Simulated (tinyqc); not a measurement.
Energy and delay of logic against supply voltage: optimum supplies against the temperature.

One expression serves below and above threshold: I(Vg) = Ik [ln(1 + exp((Vg - VT + dd V)/(al nf Vt)))]^al, with I_on = I(V) and I_off = I(0). Gate delay td = kd C V/I_on, clock period LD td. Per gate and cycle the switching energy is act C V^2 and the leakage energy I_off V LD td. No short-circuit current, no variation. Minima are sought above 0.09 V; below a few Vt gates no longer switch and the model has no meaning.

V_min minimises the energy and V_EDP the product of energy and td. VT, Ik and nf are held fixed.

Values chosen for this exercise; values of the order met in logic technologies:
```
symbol,value,unit,meaning
VT,0.42,V,threshold voltage at zero drain bias
nf,1.24,,slope factor
dd,0.05,,barrier lowering per volt of supply
Ik,1.9,uA,specific current of a gate
al,1.47,,exponent of the current law
C,0.39,fF,load capacitance of a gate
kd,0.8,,delay factor
LD,20,,logic depth
act,0.05,,activity factor
```

Constants: q = 1.602176634e-19 C, kB = 1.380649e-23 J/K, Vt = kB T/q. Results are converted to the units shown.

Optimum supplies against the temperature:
```
T (K)  V_min (V)  energy at V_min (aJ)  leakage share (%)  clock at V_min (MHz)  V_EDP (V)  clock at V_EDP (GHz)
220       0.1552                0.6738              30.31               0.03497     0.7843                 14.39
250       0.1764                0.8705              30.34                0.2622     0.7843                 11.92
280       0.1975                 1.093              30.42                 1.257     0.7842                 10.09
310       0.2187                 1.344              30.62                 4.375     0.7842                 8.689
340       0.2398                 1.624              30.97                 12.01     0.7841                 7.585
370       0.2609                 1.940              31.56                 27.40     0.7841                 6.699
400       0.2820                 2.295              32.44                 53.99     0.7844                 5.979
```

As T goes from 220 to 400, V_min rises from 0.155 to 0.282 V, the energy there rises from 0.674 to 2.30 aJ, the clock there rises from 0.0350 to 54.0 MHz and V_EDP stays near 0.784 V.

Program tinyqc, `OMP_NUM_THREADS=1 python tinyqc.py 2082184 2082185 out.jsonl`; Intel Xeon 2.30GHz, shared host, one thread, about 0.01 s.
